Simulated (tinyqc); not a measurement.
From results back to parameters: Peierls distortion of a half-filled chain. Two cases, with inputs chosen for the exercise.

Problem. The gap 2D and the difference 4 u0 between long and short bonds are given; al and K are hidden. Equilibrium: 1 = (4 al^2/K) mean(sin^2 x/|E|).

Atoms move by +/- u, so bonds change by -/+ 2u and hoppings are t +/- 2 al u. Bands E = -/+ sqrt((2 t cos x)^2 + D^2 sin^2 x) with D = 4 al u, x = k a in (0, pi/2); the gap is 2D. Energy per atom at zero temperature: E(u) = -mean_x sqrt(...) + 2 K u^2; exactly, the mean is (4t/pi) E(1 - z^2), z = D/2t, E the complete elliptic integral of the second kind with parameter m. Coupling lambda = 2 al^2/(pi t K).

Find: al; mean(sin^2 x/|E|); K.

Method. gap = 8 al u0 = 2 al (4 u0) gives al; the mean follows from t and D, equal to (K(m) - E(m))/(pi t m) with m = 1 - z^2; then K = 4 al^2 mean.

Case 1.

Values chosen: t = 2.32 eV (hopping of the even chain).
gap = 0.83681 eV
4 u0 = 0.092979 angstrom

Solution.

al = 4.50 eV/angstrom
mean(sin^2 x/|E|) = 0.3852 1/eV
K = 31.2 eV/angstrom^2

Case 2.

Values chosen: t = 2.13 eV (hopping of the even chain).
gap = 1.54052 eV
4 u0 = 0.248470 angstrom

Solution.

al = 3.10 eV/angstrom
mean(sin^2 x/|E|) = 0.3200 1/eV
K = 12.3 eV/angstrom^2

Computed by tinyqc, one run a case: `OMP_NUM_THREADS=1 python tinyqc.py N N+1 out.jsonl` with N = 1680529, 1680582; one thread of a shared Intel(R) Xeon(R) Processor @ 2.30GHz, about 0.08 s a run at most.
